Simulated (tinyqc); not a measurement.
Inside a calculation. Method: coherent transport through a tight-binding region between two chains. One step of it, computed by the program tinyqc.

Question. Transmission at E = 0.35 eV. Surface Green function g = (E - i sqrt(4 t^2 - E^2)) / (2 t^2); self-energy tc^2 g on each contact site; G = (E - H - Sigma)^(-1); Gamma = -2 Im Sigma; T = Gamma_L Gamma_R |G_LR|^2; local density of states -Im G_ii / pi.

H of the central region (eV), lower triangle:
```
           1          2          3         4
1   0.000000
2  -1.330000   0.000000
3   0.000000  -0.430000   0.000000
4   0.000000   0.000000  -0.990000  0.000000
```

Leads: semi-infinite chains with site energy 0:
```
parameter                           value
lead hopping t (eV)              1.910000
coupling to the left lead (eV)   1.300000
coupling to the right lead (eV)  1.400000
left contact site                       1
right contact site                      4
```

E = 0.350000 eV

Give: g; G; local density of states; transmission.

Answer.

g = 0.048-0.521i 1/eV

G (1/eV), lower triangle:
```
               1              2             3              4
1  -0.149-0.135i
2   0.692+0.126i  -0.057-0.484i
3  -0.103+0.316i   0.230+0.005i  0.132-0.980i
4  -0.264-0.166i  -0.057+0.209i  0.863+0.345i  -0.281-0.212i
```

local density of states (1/eV): 0.043  0.154  0.312  0.068

transmission = 0.351
